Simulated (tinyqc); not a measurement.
Thermoelectric coefficients of a parabolic band, Landauer integrals: two steps of the calculation.

Bulk parabolic band, x = (E - Ec)/kB T, C = hbar^2/(2 m0), kB T in eV. Modes per area gv m kB T x/(4 pi C) times the back-scattering length l0 x^rr give the transport function s0 X(x), s0 = (2 q^2/h) gv m kB T l0/(4 pi C), X = x^(1 + rr). I_k = int X (x - eta)^k w dx, w = 1/(4 cosh^2((x - eta)/2)).

Inputs (values chosen for the exercise): temperature T = 500 K; mass of one valley m = 0.73 m0; valleys gv = 6; back-scattering length at x = 1 l0 = 4.6 nm; energy exponent of that length rr = 1; reduced Fermi level (EF - Ec)/kB T eta = 2.1; lower end of the grid xa = 0; upper end of the grid xe = 14; points of the grid nE = 17.

Constants: q = 1.602176634e-19 C, kB = 1.380649e-23 J/K, hbar = 1.054571817e-34 J s, h = 6.62607015e-34 J s, m0 = 9.1093837015e-31 kg, Vt = kB T/q, hbar^2/(2 m0) = 0.0380998212 eV nm^2. Results are converted to the units shown.

Question 1. The three integrals on a coarse grid. Simpson's rule on nE equally spaced points from xa to xe.

Wanted: x; X; w; X w; I_0, I_1, I_2 on this grid.

Answer 1.

```
point      x       X         w       X w
0       0.00       0   0.09719         0
1       0.88  0.7656    0.1755    0.1344
2       1.75   3.062    0.2425    0.7426
3       2.62   6.891    0.2335     1.609
4       3.50   12.25    0.1587     1.944
5       4.38   19.14   0.08453     1.618
6       5.25   27.56   0.03940     1.086
7       6.12   37.52   0.01724    0.6468
8       7.00   49.00  0.007337    0.3595
9       7.88   62.02  0.003085    0.1913
10      8.75   76.56  0.001291   0.09882
11      9.62   92.64  5.388e-4   0.04992
12     10.50   110.2  2.248e-4   0.02478
13     11.38   129.4  9.372e-5   0.01213
14     12.25   150.1  3.907e-5  0.005863
15     13.12   172.3  1.629e-5  0.002806
16     14.00   196.0  6.790e-6  0.001331
```

I_0, I_1, I_2 on this grid: [7.461, 15.02, 52.68]

Question 2. Coefficients of the electrons. sigma = s0 I_0, S = -(kB/q) I_1/I_0, Lorenz number L = (kB/q)^2 [I_2/I_0 - (I_1/I_0)^2], kappa_e = L sigma T.

converged I_0, I_1, I_2: [7.4620711, 15.040700, 52.959928]

Find: s0; sigma; S; L; kappa_e.

Answer 2.

s0 = 1405 S/cm
sigma = 1.048e4 S/cm
S = -173.7 uV/K
L = 2.253 x 1e-8 V^2/K^2
kappa_e = 11.81 W/(m K)

L is 7.8 % below the Sommerfeld value (pi^2/3)(kB/q)^2 = 2.443e-8 V^2/K^2.

Range of the model: Parabolic bands, elastic scattering and a fixed kL make these model figures, not those of a material.

Program tinyqc, `OMP_NUM_THREADS=1 python tinyqc.py 2800129 2800130 out.jsonl`; Intel Xeon 2.30GHz, shared host, one thread, about 0.1 s.
